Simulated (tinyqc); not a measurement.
# A spin-degenerate level with charging energy between two leads, rate equations: what changes with what

States 0, up, down and 2 with energies 0, e1 - Ez/2, e1 + Ez/2 and 2 e1 + U. mu_L = +V/2, mu_R = -V/2 (meV), f(x) = 1/(1 + exp(x/kB T)). A transition that adds one electron of given spin at the energy E has the rate G f(E - mu) from each lead, and its reverse G [1 - f(E - mu)]. I counts electrons leaving the left lead, times q.

Inputs (values chosen for the exercise): charging energy of the second electron U = 9.6 meV; level e1 = -4.62 meV; tunnel rate to the left lead GL = 0.35 1/ns; tunnel rate to the right lead GR = 0.46 1/ns; temperature T = 3.1 K; Zeeman splitting Ez = 0 meV.

Constants: q = 1.602176634e-19 C, kB = 1.380649e-23 J/K, Vt = kB T/q. Results are converted to the units shown.

Each table varies one quantity; the others keep the values above.

## Current against bias

Transition energies: 0-up e1 - Ez/2, 0-down e1 + Ez/2, up-2 e1 + U + Ez/2, down-2 e1 + U - Ez/2. dp/dt = W p; W_ji is the rate from state i to j, and each column sums to zero. Steady state: W p = 0 with sum p = 1. I = q GL sum over transitions i-j of [fL p_i - (1 - fL) p_j].

Result of one run:

| V (mV) | I (pA) | I (GL + GR)/(q GL GR) | mean number | p(2) |
|---|---|---|---|---|
| 0.96 | 7.256e-6 | 2.279e-7 | 1.000 | 1.08e-8 |

What becomes of these results when the bias V is changed from 0.96 to 7.28 mV, all else the same?

Result of the changed run:

| V (mV) | I (pA) | I (GL + GR)/(q GL GR) | mean number | p(2) |
|---|---|---|---|---|
| 7.28 | 1.005 | 0.03157 | 0.9943 | 1.41e-3 |

The whole series:

| V (mV) | I (pA) | I (GL + GR)/(q GL GR) | mean number | p(2) |
|---|---|---|---|---|
| 0.96 | 7.256e-6 | 2.279e-7 | 1.000 | 1.08e-8 |
| 2.01 | 5.322e-5 | 1.671e-6 | 1.000 | 7.46e-8 |
| 3.07 | 3.872e-4 | 1.216e-5 | 1.000 | 5.42e-7 |
| 4.12 | 0.002764 | 8.678e-5 | 1.000 | 3.87e-6 |
| 5.17 | 0.01972 | 6.192e-4 | 0.9999 | 2.76e-5 |
| 6.22 | 0.1404 | 0.004409 | 0.9992 | 1.97e-4 |
| 7.28 | 1.005 | 0.03157 | 0.9943 | 1.41e-3 |
| 8.33 | 6.469 | 0.2031 | 0.9641 | 9.41e-3 |
| 9.38 | 27.38 | 0.8598 | 0.8651 | 0.0472 |
| 10.43 | 52.35 | 1.644 | 0.8247 | 0.126 |
| 11.49 | 61.69 | 1.937 | 0.8538 | 0.175 |
| 12.54 | 63.40 | 1.991 | 0.8626 | 0.185 |
| 13.59 | 63.65 | 1.999 | 0.8640 | 0.186 |

The scaled current rises from 2.28e-7 to 2.00. A transition enters the bias window when V = 2 |E|: at 9.24, 9.96 mV, each step a few kB T = 0.267 meV wide. With all four transitions inside, the scaled current tends to 2 and the mean number to 2 GL/(GL + GR) = 0.864; the last row has 2.00 and 0.864.

## Effect of unequal tunnel rates

Same model as above.

Here e1 = 2.4 meV, Ez = 0 and V = +/- 14.4 mV, so that only the 0-1 transitions lie in the window.

Effect of unequal tunnel rates:

| GR (1/ns) | I at +V (pA) | I at -V (pA) | \|I(+V)/I(-V)\| | (GL + 2 GR)/(2 GL + GR) |
|---|---|---|---|---|
| 0.019 | 2.964 | -5.492 | 0.5396 | 0.5396 |
| 0.05 | 7.477 | -12.46 | 0.6000 | 0.6000 |
| 0.13 | 17.57 | -23.90 | 0.7349 | 0.7349 |
| 0.36 | 38.09 | -37.73 | 1.009 | 1.009 |
| 0.96 | 64.86 | -47.43 | 1.367 | 1.367 |
| 2.6 | 88.36 | -52.54 | 1.682 | 1.682 |
| 6.9 | 101.8 | -54.69 | 1.862 | 1.862 |

What does the comparison show?

The ratio of the two currents rises from 0.540 to 1.86 and agrees with the last column to better than 0.01 %. An empty dot can be filled with either spin but a filled one empties in one way, so I = 2 q G_in G_out/(2 G_in + G_out): the current is larger when the slower junction is the entrance.

Range of the model: Rate equations need hbar G well below kB T; cotunnelling and the Kondo effect are left out.

Computed by the program tinyqc: `OMP_NUM_THREADS=1 python tinyqc.py 2780101 2780102 out.jsonl`, one thread of a shared Intel Xeon 2.30GHz, about 0.01 s for the whole run.
